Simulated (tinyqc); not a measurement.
# Planar metal-insulator-metal capacitor: capacitance, non-linearity, leakage and relaxation: effects of single changes

A film between two metal electrodes, each interface adding a series capacitance ci. The small-signal permittivity is ek (1 + aq E^2); the field is found with the linear permittivity. Leakage J = J0 sinh(E/Ef). After a voltage step the film passes a relaxation current kr C V tt^(-nr), tt being the time in seconds.

Inputs (values chosen for the exercise); permittivity of the order of that of hafnium oxide:
```
symbol,value,unit,meaning
ek,19.5,,relative permittivity of the film
t,4.5,nm,film thickness
ci,150,uF/cm^2,capacitance of each electrode interface (dead layer and screening)
aq,0.0097,cm^2/MV^2,quadratic field coefficient of the permittivity
V,1.9,V,bias
nr,0.983,,exponent of the relaxation current
kr,0.0017,,strength of the relaxation
J0,1.6e-11,A/cm^2,leakage prefactor
Ef,0.41,MV/cm,field for an e-fold rise of the leakage
t0,1e-7,s,duration of the write pulse
```

Constants: eps0 = 8.8541878128e-14 F/cm where lengths are in cm. Results are converted to the units shown.

Each table varies one quantity; the others keep the values above.

## Capacitance, non-linearity and leakage against thickness

Planar film: Cf = eps0 ek/t, 1/C = 1/Cf + 2/ci, EOT = 3.9 eps0/C, effective permittivity C t/eps0, E = (V/t) C/Cf; quadratic coefficient [C(V)/C - 1]/V^2 with Cf (1 + aq E^2) in C(V).

Capacitance, non-linearity and leakage against thickness:
```
t (nm)  C (uF/cm^2)  EOT (nm)  effective permittivity  E (MV/cm)  quadratic coefficient (ppm/V^2)  J (A/cm^2)
3.5           4.629    0.7460                   18.30      5.094                          6.441e4    1.988e-6
5             3.301     1.046                   18.64      3.633                          3.371e4    5.638e-8
7.1           2.355     1.466                   18.89      2.592                          1.745e4    4.453e-9
10            1.688     2.046                   19.06      1.857                             9053   7.419e-10
14            1.213     2.846                   19.18      1.335                             4711   2.074e-10
21           0.8133     4.246                   19.29     0.8950                             2129   7.007e-11
29           0.5907     5.846                   19.35     0.6500                             1126   3.741e-11
42           0.4088     8.446                   19.39     0.4499                            540.9   2.130e-11
60           0.2867     12.05                   19.43     0.3155                            266.4   1.356e-11
```

Read the table: what changes, and by how much?

C falls from 4.63 to 0.287 uF/cm^2 while the effective permittivity goes from 18.3 to 19.4 (ek = 19.5). EOT is a straight line in t with slope 3.9/ek = 0.200 and intercept 0.0460 nm. The quadratic coefficient goes as t^(-1.82) between the first two rows and t^(-1.99) between the last two (-2 without interfaces), and J falls by 5.17 decades. For t = 3.5 direct tunnelling, left out, would add to the leakage.

## Charge lost after writing

Planar film: Cf = eps0 ek/t, 1/C = 1/Cf + 2/ci, EOT = 3.9 eps0/C, effective permittivity C t/eps0, E = (V/t) C/Cf. A capacitor written for t0 and then left open loses, as a share of C V, kr (tt^(1 - nr) - t0^(1 - nr))/(1 - nr) by relaxation and J tt/(C V) by leakage; both are taken as small, and rows far outside that range are left out.

The same in every row: leakage current (nA/cm^2) = 143.8.

Result of one run:
```
tt (s)  relaxation current (nA/cm^2)  loss by relaxation (%)  loss by leakage (%)  total loss (%)
0.0001                       1.008e5                  0.9474             2.074e-4          0.9476
```

What becomes of these results when the time since the start of the write pulse tt is changed from 0.0001 to 1 s, all else the same?

Result of the changed run:
```
tt (s)  relaxation current (nA/cm^2)  loss by relaxation (%)  loss by leakage (%)  total loss (%)
1                              11.79                   2.397                2.074           4.471
```

The whole series:
```
tt (s)  relaxation current (nA/cm^2)  loss by relaxation (%)  loss by leakage (%)  total loss (%)
1e-6                         9.322e6                  0.3035             2.074e-6          0.3035
1e-5                         9.694e5                  0.6192             2.074e-5          0.6192
0.0001                       1.008e5                  0.9474             2.074e-4          0.9476
0.001                        1.048e4                   1.289             0.002074           1.291
0.01                            1090                   1.644              0.02074           1.664
0.1                            113.4                   2.013               0.2074           2.220
1                              11.79                   2.397                2.074           4.471
```

The two currents are equal at tt = 0.0785 s. The loss by relaxation grows from 0.304 to 2.40 %, by 0.316 points over the first decade and 0.384 over the last, while the loss by leakage grows tenfold a decade. Relaxation is the larger loss in every row. For tt = 1 the falling voltage would already cut the leakage, so the linear estimate overstates the loss.

Program tinyqc, `OMP_NUM_THREADS=1 python tinyqc.py 2102018 2102019 out.jsonl`; Intel Xeon 2.30GHz, shared host, one thread, about 0.01 s.
